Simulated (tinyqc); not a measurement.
Worked calculation: heterojunction of two tight-binding chains. Values are carried at full precision from step to step, so a last printed digit may differ when a step is redone from the rounded ones.

Left chain: hopping -t1, sites at 2 t1 (band bottom 0). Right chain: hopping -t2, sites at dE + 2 t2 (bottom dE). t = c/(m a^2), c = hbar^2/2m0. The bond across the interface is -tc with tc = f sqrt(t1 t2), and the last left site has the extra energy U. In a chain E = bottom + 2t (1 - cos(ka)); the surface Green function of a half chain is g = -exp(ika)/t, with Im k > 0 where cos(ka) > 1.

Constants: hbar^2/2m0 = 3.80998211 eV angstrom^2.

Inputs chosen for the exercise (masses and offset of the size met at GaAs / AlGaAs; the results hold for these values, not for the real material):
- a = 2.8 angstrom (site spacing)
- m1 = 0.065 m0 (mass on the left)
- m2 = 0.094 m0 (mass on the right)
- f = 1 (factor on the interface hopping)
- dE = 0.26 eV (band offset)
- E = 0.28 eV (electron energy)
- U = 0 eV (extra energy on the last left site)

## Hoppings

Form t1, t2 and tc.

t1 = 7.4764 eV
t2 = 5.1699 eV
tc = 6.2171 eV

## Wave numbers and velocities

The left chain has hopping t1 and band bottom 0, the right one t2 and dE. cos(ka) = 1 - (E - bottom)/(2t); dE/dk = 2 t a sin(ka).

ka (rad): left 0.19383, right 0.06221

dE/dk (eV angstrom): left 8.0644, right 1.7998

## Self-energies on the last left site

Hoppings t1 (left), t2 (right), tc (interface); g is the surface Green function of a half chain. The rest of the left chain gives S1 = t1^2 g1 = -t1 exp(i k1 a); the right chain gives S2 = tc^2 g2 = -(tc^2/t2) exp(i k2 a).

S1 = -7.33642-1.44007i eV
S2 = -7.46196-0.46479i eV

## Transmission

The last site of the left chain has energy 2 t1 + U, and S1, S2 are the self-energies of the two half chains on it. G = 1/(E - 2 t1 - U - S1 - S2); T = 4 Im(S1) Im(S2) |G|^2.

G = 0.0344-0.5227i 1/eV
T = 0.7347

A fraction 0.2653 is reflected although the electron lies above the step.

## Checks

- T from the Green function against 1 - |r|^2 from matching plane waves: both 0.734672.

Program tinyqc; command `OMP_NUM_THREADS=1 python tinyqc.py 1482102 1482103 out.jsonl`; about 0.01 s on one thread of a shared Intel(R) Xeon(R) Processor @ 2.30GHz.
